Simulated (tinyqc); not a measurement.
# Worked calculation: surface potential of a MOS transistor: implicit equation and explicit approximations

Numbers from tinyqc (`OMP_NUM_THREADS=1 python tinyqc.py 2122009 2122010 out.jsonl`; about 0.01 s on one thread of a shared Intel Xeon 2.30GHz). Printed values are rounded.

p-type body, charge-sheet picture, depletion and inversion only, full ionisation (an idealisation for deep acceptors), Boltzmann statistics (rough once Na exp(x - xn) passes about Nc/7). In units of Vt: xg = (Vg - Vfb)/Vt, x = psi/Vt, G = gamma/sqrt(Vt), xn = (2 phiF + Vc)/Vt. The implicit equation is (xg - x)^2 = G^2 [x - 1 + exp(x - xn)] for x above about 3. Cox = eps0 eox/tox.

Values chosen for this exercise; band and dielectric values close to those of 4H silicon carbide:
```
symbol    value   unit                                                               meaning
T           350      K                                                           temperature
Eg         3.32     eV                                                              band gap
eps_r      9.65                                                        relative permittivity
Nc      2.12e19  cm^-3                                conduction-band density of states at T
Nv      3.15e19  cm^-3                                   valence-band density of states at T
eox        21.9         relative permittivity of the gate insulator (close to hafnium oxide)
tox         9.6     nm                                                   insulator thickness
Na         1e16  cm^-3                                                      acceptor density
Vfb       -0.82      V                                                     flat-band voltage
Vc          0.2      V                                                  channel-body voltage
Vg         2.34      V                                                     gate-body voltage
```

Constants: q = 1.602176634e-19 C, kB = 1.380649e-23 J/K, Vt = kB T/q, eps0 = 8.8541878128e-14 F/cm where lengths are in cm. Results are converted to the units shown.

## Scales

ni = sqrt(Nc Nv) exp(-Eg/(2 Vt)), Eg in volts; phiF = Vt ln(Na/ni); gamma = sqrt(2 q eps0 eps_r Na)/Cox; VT = Vfb + Vt (xn + G sqrt(xn - 1)).

phiF = 1.42302 V
gamma = 0.0259052 V^0.5
G = 0.149165
xn = 100.994
VT = 2.27103 V
xg = 104.772

## Explicit approximation

Depletion value a = 1 + [sqrt(G^2/4 + xg - 1) - G/2]^2; inversion value b = xn + ln[(xg - xn)^2/G^2 - xn + 1] and first guess y = min(a, b) - ln(1 + exp(-|a - b|)) if a > xn + 1, else b = y = a; one second-order correction with D = exp(y - xn), p = 2 (xg - y) + G^2 (1 + D), w = (xg - y)^2 - G^2 (y - 1 + D): z = y + 2 w/(p + sqrt(p^2 - 2 (2 - G^2 D) w)), or the Newton step z = y + w/p where the root is not real.

a = 103.264
b = 107.288
y = 103.246
p = 3.28609
w = -0.157408
z = 103.199

The root of the implicit equation is x = 103.199; y misses it by 0.047 and z by -1.1e-6, in units of Vt.

## Starting value

x = y rounded to two decimals.

x at the start = 103.250

## Iteration 1: new x

D = exp(x - xn), f = (xg - x)^2 - G^2 (x - 1 + D), f' = -2 (xg - x) - G^2 (1 + D), x(new) = x - f/f'.

D = 9.54514
f = -0.170299
f' = -3.27907
x after iteration 1 = 103.198

## Iteration 2: new x

As before.

D = 9.06207
f = 0.00241573
f' = -3.37219
x after iteration 2 = 103.199

## Course of the iteration

Stop when the step is below 1e-11, or after 60 iterations.

Course of the iteration:
```
iteration  x before the step     step
1                    103.250  -0.0519
2                    103.198  7.16e-4
3                    103.199  1.37e-7
4                    103.199        0
```

Converged in 4 iterations.

## Potential, charges and gate control

converged x = 103.199

psi = Vt x; N_dep = Cox Vt G sqrt(x - 1)/q; N_inv = (Cox Vt G/q) [sqrt(x - 1 + exp(x - xn)) - sqrt(x - 1)]; dpsi/dVg = 1/[1 + G^2 (1 + exp(x - xn))/(2 (xg - x))].

psi = 3.11254 V
N_dep = 5.73378e11 cm^-2
N_inv = 2.4899e10 cm^-2
dpsi/dVg = 0.933541

psi lies 2.2 Vt above 2 phiF + Vc.
